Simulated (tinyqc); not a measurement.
# MOS capacitor on an n-type substrate, surface potential from the exact charge relation: effect of the density of interface traps on threshold and swing

Uniform n-type substrate, Boltzmann statistics, full ionisation, classical densities. psi is the surface potential against the body (positive when the bands bend down) and u = -psi/Vt. Traps are spread evenly over the gap and neutral at flat band, so their charge is -q Dit psi; the minority quasi-Fermi level is shifted by Vb.

ni = sqrt(Nc Nv) exp(-Eg/(2 Vt)), Eg in volts; phiF = Vt ln(N/ni); Cox = eps0 eox/tox; Vfb = phiM - chi - Vt ln(Nc/N) - q Nf/Cox; VT = Vfb - [(2 phiF + Vb)(1 + q Dit/Cox) + sqrt(2 eps0 eps_r q N (2 phiF + Vb))/Cox]. gamma = sqrt(2 eps0 eps_r q N)/Cox; Wm = sqrt(2 eps0 eps_r (2 phiF + Vb)/(q N)); m = 1 + (eps0 eps_r/Wm + q Dit)/Cox; swing m Vt ln 10; Cmin/Cox = 1/(1 + Cox Wm/(eps0 eps_r)).

Parameters, values chosen for the exercise; band and dielectric values close to those of silicon:
- T = 293 K (temperature)
- Eg = 1.1 eV (band gap)
- eps_r = 11.8 (relative permittivity)
- Nc = 2.66e19 cm^-3 (conduction-band density of states at T)
- Nv = 2.61e19 cm^-3 (valence-band density of states at T)
- chi = 4.04 eV (electron affinity)
- N = 1.3e18 cm^-3 (donor density of the substrate)
- eox = 22.2 (relative permittivity of the gate insulator (close to hafnium oxide))
- tox = 5.4 nm (insulator thickness)
- phiM = 4.98 eV (gate work function)
- Nf = 4.5e10 cm^-2 (fixed charge at the interface, in units of q)
- Vb = 0 V (reverse bias of the inversion layer against the body)

Constants: q = 1.602176634e-19 C, kB = 1.380649e-23 J/K, Vt = kB T/q, eps0 = 8.8541878128e-14 F/cm where lengths are in cm. Results are converted to the units shown.

The same in every row: Vfb (V) = 0.86180; 2 phiF (V) = 0.94805; gamma (V^0.5) = 0.18124; Wm (nm) = 30.840; Cmin/Cox = 0.085144.

Effect of the density of interface traps on threshold and swing:

| Dit (cm^-2 eV^-1) | VT (V) | m | swing (mV/decade) |
|---|---|---|---|
| 0 | -0.26271 | 1.0931 | 63.548 |
| 1e10 | -0.26313 | 1.0935 | 63.574 |
| 3e10 | -0.26396 | 1.0944 | 63.625 |
| 1e11 | -0.26689 | 1.0975 | 63.804 |
| 3e11 | -0.27523 | 1.1063 | 64.316 |
| 1e12 | -0.30444 | 1.1371 | 66.107 |
| 3e12 | -0.38790 | 1.2251 | 71.225 |
| 1e13 | -0.68000 | 1.5332 | 89.138 |

As Dit goes from 0 to 1e13, VT falls from -0.263 to -0.680 V, the swing rises from 63.5 to 89.1 mV/decade and Cmin/Cox stays at 0.0851. Vfb does not move.

tinyqc, about 0.01 s, one thread, Intel Xeon 2.30GHz (shared host): `OMP_NUM_THREADS=1 python tinyqc.py 2060167 2060168 out.jsonl`
